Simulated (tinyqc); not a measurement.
Slater-Koster d bands of a bcc metal: one step. The block of one bond. Two cases, with inputs chosen for the exercise.

Problem. Direction (1,1,1)/sqrt3; its eigenvalues must be dds once, ddp twice and ddd twice.

Slater-Koster d bands. For a bond with direction cosines (l, m, n) the 5 x 5 block is dds Ps + ddp Pp + ddd (1 - Ps - Pp), the projectors on sigma, pi and delta states about the bond; for instance <xy|xy> = 3 l^2 m^2 dds + (l^2 + m^2 - 4 l^2 m^2) ddp + (n^2 + l^2 m^2) ddd, <xy|yz> = 3 l m^2 n dds + l n (1 - 4 m^2) ddp + l n (m^2 - 1) ddd and <3z2-r2|3z2-r2> = (n^2 - (l^2 + m^2)/2)^2 dds + 3 n^2 (l^2 + m^2) ddp + (3/4)(l^2 + m^2)^2 ddd. H(k) sums the blocks times cos(k.R) over the neighbours; the d level is the zero of energy; k in 2 pi/a.

Case 1.

Values chosen (out of a larger set: of the size met in Ta; not measured data):
- dds = -1.34 eV (dd sigma)
- ddp = 0.831 eV (dd pi)
- ddd = -0.201 eV (dd delta)

Case 2.

Values chosen (out of a larger set: of the size met in Mo; not measured data):
- dds = -1.18 eV (dd sigma)
- ddp = 0.708 eV (dd pi)
- ddd = -0.071 eV (dd delta)

Give: block.

Solution.

Case 1.

block (eV), lower triangle:
```
             xy       yz       zx   x2-y2  3z2-r2
xy      -0.3513
yz      -0.4943  -0.3513
zx      -0.4943  -0.4943  -0.3513
x2-y2         0  -0.3440   0.3440  0.4870
3z2-r2  -0.3972   0.1986   0.1986       0  0.4870
```

Case 2.

block (eV), lower triangle:
```
             xy       yz       zx   x2-y2  3z2-r2
xy      -0.2676
yz      -0.4562  -0.2676
zx      -0.4562  -0.4562  -0.2676
x2-y2         0  -0.2597   0.2597  0.4483
3z2-r2  -0.2998   0.1499   0.1499       0  0.4483
```

Computed by tinyqc, one run a case: `OMP_NUM_THREADS=1 python tinyqc.py N N+1 out.jsonl` with N = 1482491, 1482691; one thread of a shared Intel(R) Xeon(R) Processor @ 2.30GHz, about 0.06 s a run at most.
